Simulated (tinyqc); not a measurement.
Boltzmann transport in a parabolic band with a power-law relaxation time: sweeps and comparisons. A value that a table varies takes the place of the one given here.

F_j(eta) = (1/Gamma(j + 1)) integral_0^infinity x^j dx/(1 + exp(x - eta)), which tends to exp(eta) for eta << 0.

tau = tau0 x^r with x = E/kT. With K_j = Gamma(j + 1) F_j(eta): <tau> = tau0 (r + 3/2) K_(r+1/2)/((3/2) K_(1/2)); mu = <tau>/(mc m0/e), m0/e = 5.685630e-12 kg/C; Hall factor rH = (3/2) K_(1/2) (2r + 3/2) K_(2r+1/2)/((r + 3/2) K_(r+1/2))^2; Seebeck S = -(kB/e) [(r + 5/2) K_(r+3/2)/((r + 3/2) K_(r+1/2)) - eta]; Lorenz number L = (kB/e)^2 [(r + 7/2) K_(r+5/2)/((r + 3/2) K_(r+1/2)) - ((r + 5/2) K_(r+3/2)/((r + 3/2) K_(r+1/2)))^2]; kB/e in V/K. Valley anisotropy is left out of rH.

n = N F_1/2(eta) with N = 2 (m kB T/(4 pi c))^(3/2) with c = hbar^2/2m0, in 1/angstrom^3; times 1e24 for 1/cm^3, m = md.

Constants: kB = 8.617333262e-05 eV/K; hbar^2/2m0 = 3.80998211 eV angstrom^2.

Parameters, chosen for this exercise (masses near those of Si; tau0 is set for a mobility of the usual size at this n, kL is a free input; freeze-out and phonon drag, which matter near 77 K, are left out; the results hold for these values, not for the real material):
```
symbol  value    unit     meaning
ta      73       fs       acoustic tau at E = kT and 300 K
ti      81       fs       impurity tau at E = kT and 300 K
mc      0.2595   m0       conductivity mass
md      1.064    m0       density-of-states mass
tau0    53       fs       tau at E = kT
r       1.5               exponent of tau
T       77       K
kL      10       W/(m K)  lattice thermal conductivity
n       7.9e+16  1/cm^3   electron density
```

## The scattering mechanism

eta = -3.80623

Same eta for each exponent.

Results:
```
r,mechanism,<tau>/tau0,rH,S (microvolt/K),L (1e-8 W ohm/K^2)
-0.5,acoustic phonons,0.750,1.177,-501.3,1.489
0.0,a constant relaxation time,1.000,1.000,-544.3,1.858
0.5,polar optical or piezoelectric scattering,1.508,1.104,-587.2,2.228
1.5,ionised impurities,4.536,1.927,-673.2,2.968
```

From r = -1/2 to 3/2 |S| grows by 171.9 microvolt/K, against 2 kB/e = 172.3 in the non-degenerate limit: scattering that favours fast electrons raises the mean energy carried. rH is 1 only for constant tau and reaches 1.927 for r = 3/2; L spans 1.489 to 2.968 against the metallic 2.443.

## Mobility against temperature (two scattering mechanisms together, and the Matthiessen rule)

Non-degenerate electrons. 1/tau(x) = x^(1/2)/tA + 1/(tI x^(3/2)), x = E/kT, with tA = ta (T/300)^(-3/2) and tI = ti (T/300)^(3/2) (the screening logarithm is held fixed). <tau> = integral x^(3/2) tau exp(-x) dx/Gamma(5/2); mu = <tau>/(mc m0/e), m0/e = 5.685630e-12 kg/C. Matthiessen: 1/mu = 1/muA + 1/muI with <tau>A = tA Gamma(2)/Gamma(5/2), <tau>I = tI Gamma(4)/Gamma(5/2).

rH = <tau^2>/<tau>^2. ta and ti are inputs of their own, not tied to tau0.

Mobilities (cm^2/(V s)):
```
T (K),acoustic,impurity,Matthiessen,exact,rH,Matthiessen/exact
40,7.64e+03,121,119,115,1.807,1.034
60,4.16e+03,222,210,192,1.636,1.097
80,2.70e+03,341,303,256,1.472,1.183
120,1.47e+03,627,440,327,1.249,1.346
160,956,965,480,338,1.134,1.419
220,593,1.56e+03,429,308,1.059,1.393
300,372,2.48e+03,324,250,1.031,1.293
400,242,3.81e+03,227,190,1.033,1.194
550,150,6.15e+03,146,132,1.055,1.112
```

The exact mobility peaks at 160 K of those listed. The two mechanisms are equal between 120 and 160 K. The rule overestimates everywhere, most at 160 K (by 42 %), since impurities stop the slow electrons and phonons the fast ones. rH runs between 1.031 and 1.807; the pure limits are 1.178 and 1.933, and the mixture dips below both, since the opposite energy slopes of the two rates leave tau nearly constant. Optical and intervalley phonons, left out, lower real mobilities above about 150 K.

## What moves the coefficients

sigma = e n mu with e = 1.602176634e-19 C; ZT = S^2 sigma T/(kL + L sigma T). Each row changes one parameter from the base and keeps the others.

Results:
```
case,mu (cm^2/(V s)),sigma (S/cm),S (microvolt/K),ZT
base,1630,20.63,-673.2,0.00719
md = 1.383 m0,1627,20.59,-707.1,0.00792
mc = 0.3374 m0,1253,15.86,-673.2,0.00553
n = 1.58e+17 1/cm^3,1638,41.46,-613.2,0.0120
tau0 = 79.5 fs,2444,30.94,-673.2,0.0108
kL = 5 W/(m K),1630,20.63,-673.2,0.0144
T = 127 K,1625,20.57,-737.9,0.0142
```

The largest shifts from the base row, up to three for each result and ties (the steps differ in size, so this ranks the rows, not the parameters). mu (cm^2/(V s)): tau0 +815, mc -376, n +8.19; unchanged at the printed digits by kL. sigma (S/cm): n +20.8, tau0 +10.3, mc -4.76; unchanged at the printed digits by kL. S (microvolt/K): T -64.8, n +59.9, md -34.0; unchanged at the printed digits by mc, tau0 and kL. ZT: kL +0.00719, T +0.00702, n +0.00480. The row for T keeps tau0 fixed; for phonon scattering tau0 itself falls as T rises.

(tinyqc, `OMP_NUM_THREADS=1 python tinyqc.py 1681342 1681343 out.jsonl`, Intel(R) Xeon(R) Processor @ 2.30GHz, 1 thread, shared host, about 0.01 s.)
